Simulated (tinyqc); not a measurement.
Brouwer diagram: defect equilibria of an oxide against oxygen pressure (mass action). Computed by tinyqc, a small Python program. Command: `OMP_NUM_THREADS=1 python tinyqc.py 3007258 3007259 out.jsonl brouwer walk`. One thread of a shared host (Intel(R) Xeon(R) Processor @ 2.30GHz), about 0.01 s of CPU time with the checks.

Defects: oxygen vacancies V (charge +2), electrons n, holes p, the ionic partner X = V_M'' (charge -2), and the dopant. Activities are taken equal to concentrations.

Inputs (values chosen for the exercise, for a model oxide): reduction enthalpy H_r = 2.95 eV; prefactor K_r0 = 2.9e+68 cm^-9 atm^(1/2); gap E_g = 2.94 eV; prefactor N_c N_v = 5.7e+42 cm^-6; disorder enthalpy H_s = 2.41 eV; prefactor K_s0 = 6.2e+45 cm^-6; dopant density N_d = 5.4e+17 cm^-3; temperature T = 1100 K.

Ionic disorder: Schottky, oxide MO. Dopant (singly charged, fully ionised): acceptor.

Constants: k_B = 8.617333262e-05 eV/K.

Method:
- K_r = K_r0 exp(-H_r/k_B T) = [V] n^2 P^(1/2); K_i = N_c N_v exp(-E_g/k_B T) = n p; K_s = K_s0 exp(-H_s/k_B T) = [X] [V].
- Neutrality: 2 [V] + p = n + 2 [X] + N_d. With n as the unknown, [V] = K_r/(n^2 P^(1/2)), p = K_i/n, [X] = K_s/[V]; the log ratio is ln(positive/negative).
- The root is found by 60 bisections in ln n between n = 1e-10 and 1e25 cm^-3.
- The slope is d log n / d log P from this row and the one above; the last column names the largest term on each side. Pressures that give more than 3e21 cm^-3 are left out.

K_r = 8.84360e+54 cm^-9 atm^(1/2)

K_i = 1.93162e+29 cm^-6

K_s = 5.63243e+34 cm^-6

Log10 of the densities in cm^-3:
```
log10 P (atm)       n     [V]       p     [X]  slope of n    balance
-16            21.082  20.782   8.203  13.969           -  2 [V] = n
-12            20.416  20.115   8.870  14.635    -0.16673  2 [V] = n
-8             19.748  19.451   9.538  15.300    -0.16694  2 [V] = n
-4             19.076  18.795  10.210  15.956    -0.16797  2 [V] = n
0              18.383  18.180  10.903  16.570    -0.17321  2 [V] = n
```

What does the comparison show, and why?

Regimes: 2 [V] = n from log P = -16 to 0, where that balance predicts a slope of -1/6 and the table comes as close as -0.167. Rows with n or p near or above sqrt(N_c N_v) are degenerate, and n p = K_i is then only nominal.

Extremes, crossings and ranges named in words are read from the listed rows.
